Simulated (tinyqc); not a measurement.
Access strength from the read disturbance.

Question. Transistor (EKV form, voltages against the body): I = 2 n b Vt^2 [F(vp - Vs) - F(vp - Vd)] from drain to source, F(v) = ln^2(1 + exp(v/(2 Vt))), vp = (Vg - VT + sg |Vd - Vs|)/n. n-channel bodies are at 0; for the p-channel device all voltages are counted down from Vdd. b in uA/V^2 gives I in uA. In an SRAM read the low node Q obeys In(gate QB, drain Q) = Ip(gate QB, drain Q) + Ia, where the access transistor (threshold VTn) has its gate and drain at Vdd and its source at Q. Find Ia, ba and the cell ratio bn/ba.

Values chosen for this exercise:
```
symbol  value    unit                                  meaning
T         300       K                              temperature
Vdd       0.6       V                           supply voltage
n        1.42                                     slope factor
sg      0.043                   drain-induced barrier lowering
VTn      0.42       V                      n-channel threshold
VTp      0.38       V          p-channel threshold (magnitude)
bn        470  uA/V^2  gain factor of the pull-down transistor
bp        190  uA/V^2    gain factor of the pull-up transistor
```

Constants: q = 1.602176634e-19 C, kB = 1.380649e-23 J/K, Vt = kB T/q. Results are converted to the units shown.

Q and QB in the read (V): [0.033101469, 0.59999860]

Solution. The node equation gives Ia, which is proportional to ba.

Ia = 2.315 uA
ba = 240.0 uA/V^2
cell ratio = 1.958

Program tinyqc, `OMP_NUM_THREADS=1 python tinyqc.py 2340035 2340036 out.jsonl`; Intel Xeon 2.30GHz, shared host, one thread, about 0.1 s.
